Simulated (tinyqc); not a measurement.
Changing the wavelength: surface photovoltage measurement of the minority-carrier diffusion length in a wafer. Computed by tinyqc, a small Python program. Command: `OMP_NUM_THREADS=1 python tinyqc.py 3130264 3130265 out.jsonl spv sweep`. One thread of a shared host (Intel(R) Xeon(R) Processor @ 2.30GHz), about 0.01 s of CPU time with the checks.

Low injection, steady light, a depletion layer much thinner than 1/alpha and L. The excess density dn is taken at the front edge of the neutral region; light that reaches the back is lost.

Inputs (values chosen for the exercise, modelled on p-type silicon at room temperature):
```
quantity,value,unit
diffusion length L,28,micrometre
wafer thickness W,525,micrometre
diffusivity D,33.9,cm^2/s
front recombination velocity S_f,180,cm/s
back recombination velocity S_b,110000,cm/s
photon flux entering,1.1e+13,1/(cm^2 s)
minority density at the surface barrier scale n_0,2.3e+10,1/cm^3
temperature T,298,K
```

Constants: k_B = 8.617333262e-05 eV/K.

Method:
- alpha = (84.732/lambda - 76.417)^2 per cm with lambda in micrometre (an empirical fit for silicon between 0.7 and 1.05 micrometre).
- Thick wafer: dn = Phi L/((S_f + D/L)(L + 1/alpha)). Finite wafer, with s = S_b L/D, w = W/L, a = alpha L: dn = [Phi a/(a^2 - 1)] [a - B - exp(-alpha W)(a - s)/(cosh w + s sinh w)]/(S_f + B D/L), B = (sinh w + s cosh w)/(cosh w + s sinh w).
- Photovoltage V = (k_B T/e) ln(1 + dn/n_0). Lifetime = L^2/D.

One run for each value:
```
wavelength (nm),"dn, finite wafer (1/cm^3)",penetration depth 1/alpha (micrometre),"dn, thick wafer (1/cm^3)"
780,6.6603e+08,9.64,6.6603e+08
811,6.1590e+08,12.70,6.1590e+08
842,5.5637e+08,17.05,5.5637e+08
874,4.8462e+08,23.73,4.8462e+08
905,4.0584e+08,33.76,4.0584e+08
936,3.2039e+08,50.24,3.2039e+08
968,2.3012e+08,80.93,2.3012e+08
999,1.4769e+08,141.73,1.4769e+08
1030,7.8212e+07,292.50,7.8212e+07
```

What does the table show?

Over the rows, dn, finite wafer (1/cm^3) falls from 6.66e8 to 7.82e7 (exponent d ln y / d ln x -2.0 between the first rows and -21 between the last); penetration depth 1/alpha (micrometre) rises from 9.64 to 292 (exponent d ln y / d ln x 7.1 between the first rows and 24 between the last); dn, thick wafer (1/cm^3) falls from 6.66e8 to 7.82e7 (exponent d ln y / d ln x -2.0 between the first rows and -21 between the last).

Extremes, crossings and ranges named in words are read from the listed rows.
